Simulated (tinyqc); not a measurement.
Chemically amplified photoresist: aerial image, acid generation, bake, development and line width: one step, computed by the program tinyqc. Command: `OMP_NUM_THREADS=1 python tinyqc.py 3017314 3017315 out.jsonl resist walk`. One thread of a shared host (Intel(R) Xeon(R) Processor @ 2.30GHz), about 0.03 s of CPU time with the checks.

Lines and spaces of pitch p with a two-beam-like image; x = 0 is the middle of the bright space. The resist is positive and treated as uniform in depth.

Task: Acid image and its blur. Dose E(x) = E [1 + c cos(2 pi x/p)]; acid h = 1 - exp(-C E(x)). Bake: the acid image is blurred by a Gaussian of variance sigma^2 = 2 D t (each Fourier term k of h, taken on 64 points, is multiplied by exp(-4 pi^2 k^2 D t/p^2)). Cosine coefficients: h(x) = sum_k h_k cos(2 pi k x/p).

Inputs (values chosen for the exercise, for a model resist at 248 nm):

| quantity | value | unit |
|---|---|---|
| pitch p | 370 | nm |
| image contrast c | 0.77 | - |
| mean dose E | 6.22 | mJ/cm^2 |
| Dill parameter C | 0.038 | cm^2/mJ |
| acid diffusivity D | 13 | nm^2/s |
| bake time t | 90 | s |

Give: diffusion length sigma = sqrt(2 D t); h_0 to h_4 before the bake; h_0 to h_4 after the blur; blur factor of the first harmonic.

Result:

diffusion length sigma = sqrt(2 D t) = 48.37 nm

h_0 to h_4 before the bake: 0.2040  0.1443  -0.0066  0.0002  0.0000

h_0 to h_4 after the blur: 0.2040  0.1030  -0.0017  0.0000  0.0000

blur factor of the first harmonic = 0.7136

sigma/p = 0.131; the blur keeps 71 % of the modulation.
